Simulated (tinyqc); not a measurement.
Band bending at a free surface with a continuum of surface states, surface photovoltage and Kelvin probe: one step of the calculation.

n-type bulk, xi = Ec - EF = Vt ln(Nc/Nd), p0 = ni^2/Nd, ni = sqrt(Nc Nv) exp(-Eg/(2 Vt)), Eg in volts. b is the upward band bending, u = b/Vt. Space charge per area, in units of q: Qc = sign(b) sqrt((2 eps0 eps_r Vt/q) [(Nd + dn)(exp(-u) - 1) + Nd u + (p0 + dn)(exp(u) - 1)]), with dn the excess density under light (flat quasi-Fermi levels; 0 in the dark). The states hold -Ds (E0 - xi - b): negative while the Fermi level lies above the neutrality level. Neutrality: Qc + Qf + (charge of the states) = 0.

Problem. Band bending in the dark. Fixed-point step: b(new) = E0 - xi - (Qc(b) + Qf)/Ds.

Inputs (values chosen for the exercise); band and dielectric values close to those of silicon:
```
symbol    value         unit                                                    meaning
T           350            K                                                temperature
Eg         1.12           eV                                                   band gap
eps_r      11.5                                                   relative permittivity
Nc      3.47e19        cm^-3                     conduction-band density of states at T
Nv      3.33e19        cm^-3                        valence-band density of states at T
Nd       1.2e16        cm^-3                                              donor density
Qf            0        cm^-2                       fixed positive charge at the surface
Ds       2.9e12  cm^-2 eV^-1                                  density of surface states
E0         0.58           eV  depth of their neutrality level below the conduction edge
```

Constants: q = 1.602176634e-19 C, kB = 1.380649e-23 J/K, Vt = kB T/q, eps0 = 8.8541878128e-14 F/cm where lengths are in cm. Results are converted to the units shown.

b at the start = 0.27 V

Find: b after iteration 1.

Solution.

b after iteration 1 = 0.27368 V

Numbers from tinyqc (`OMP_NUM_THREADS=1 python tinyqc.py 2430030 2430031 out.jsonl`; about 0.01 s on one thread of a shared Intel Xeon 2.30GHz).
